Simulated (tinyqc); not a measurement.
# Frequency dispersion of an accumulation capacitance by border traps, distributed model: effects of single changes

Traps spread evenly through the insulator exchange electrons with the semiconductor by tunnelling, with tau(x) = t0 exp(2 ka x) at depth x from the interface. The admittance per area Y seen at depth x obeys dY/dx = -Y^2/(i w eps0 eox) + q Nb ln(1 + i w tau)/tau, with Y(0) = i w Cs and w = 2 pi f; the gate sees Y(tox) = G + i w C. Working variable y = Y/(i w), in uF/cm^2. Cox = eps0 eox/tox.

Parameters, values chosen for the exercise; permittivity close to that of silicon dioxide:

| symbol | value | unit | meaning |
|---|---|---|---|
| eox | 3.93 |  | relative permittivity of the insulator |
| tox | 6.9 | nm | insulator thickness |
| Cs | 3.2 | uF/cm^2 | semiconductor capacitance in accumulation |
| Nb | 1e20 | cm^-3 eV^-1 | density of border traps |
| ka | 4.9 | 1/nm | decay constant of the wave function in the insulator |
| t0 | 3e-10 | s | time constant of a trap at the interface |
| f | 100 | Hz | frequency |

Constants: q = 1.602176634e-19 C, eps0 = 8.8541878128e-14 F/cm where lengths are in cm. Results are converted to the units shown.

Each table varies one quantity; the others keep the values above.

## Capacitance and loss against frequency

Cox; trap-free value 1/(1/Cox + 1/Cs); response depth d = ln(1/(w t0))/(2 ka), where w tau = 1; lumped estimate: all traps within d act as C_bt = q Nb d placed at d/2, so C = 1/{1/[1/(1/Cs + d/(2 eps0 eox)) + C_bt] + (tox - d/2)/(eps0 eox)}. C and G from a fine integration; dispersion -d C/d log10 f over C, from f times and over 1.1. For a broad spread of time constants G/w is close to -(pi/2) dC/d ln w.

The same in every row: trap-free C (uF/cm^2) = 0.4356.

Capacitance and loss against frequency:
```
f (Hz),d (nm),C (uF/cm^2),G/w (uF/cm^2),dispersion (% a decade),-(pi/2) dC/d ln w (uF/cm^2),lumped C (uF/cm^2)
10,1.815,0.5437,0.01304,3.513,0.01303,0.5162
100,1.580,0.5254,0.01198,3.340,0.01197,0.5040
1000,1.345,0.5086,0.01098,3.162,0.01097,0.4922
10000,1.110,0.4932,0.01001,2.974,0.01001,0.4808
1e5,0.8751,0.4792,0.009054,2.770,0.009055,0.4698
1e6,0.6402,0.4667,0.008095,2.544,0.008100,0.4594
1e7,0.4052,0.4555,0.007100,2.293,0.007124,0.4497
```

C falls from 0.5437 to 0.4555 uF/cm^2, towards the trap-free 0.4356; each decade of frequency removes ln 10/(2 ka) = 0.235 nm from the response depth. The dispersion falls from 3.51 to 2.29 % a decade and G/w falls from 0.0130 to 0.00710 uF/cm^2. G/w lies between 0.997 and 1.00 times -(pi/2) dC/d ln w, the relation for a broad spread of time constants.

## Effect of the insulator thickness

Same model as above.

The same in every row: d (nm) = 1.580.

Effect of the insulator thickness:
```
tox (nm),C (uF/cm^2),G/w (uF/cm^2),dispersion (% a decade),-(pi/2) dC/d ln w (uF/cm^2),lumped C (uF/cm^2),trap-free C (uF/cm^2)
2.1,1.897,0.1506,11.78,0.1525,1.654,1.092
2.8,1.376,0.08243,8.713,0.08179,1.241,0.8951
3.9,0.9596,0.04002,6.091,0.03988,0.8914,0.6977
5.4,0.6791,0.02002,4.315,0.01999,0.6440,0.5364
7.5,0.4818,0.01007,3.063,0.01007,0.4637,0.4052
10,0.3579,0.005559,2.277,0.005559,0.3478,0.3138
14,0.2536,0.002790,1.614,0.002791,0.2485,0.2306
20,0.1764,0.001351,1.123,0.001352,0.1740,0.1650
```

As tox goes from 2.1 to 20, C falls from 1.90 to 0.176 uF/cm^2, the dispersion falls from 11.8 to 1.12 % a decade and G/w falls from 0.151 to 0.00135 uF/cm^2. The lumped estimate is 13 % below C in the first row and 1.4 % below it in the last.

Computed by the program tinyqc: `OMP_NUM_THREADS=1 python tinyqc.py 2202091 2202092 out.jsonl`, one thread of a shared Intel Xeon 2.30GHz, about 0.6 s for the whole run.
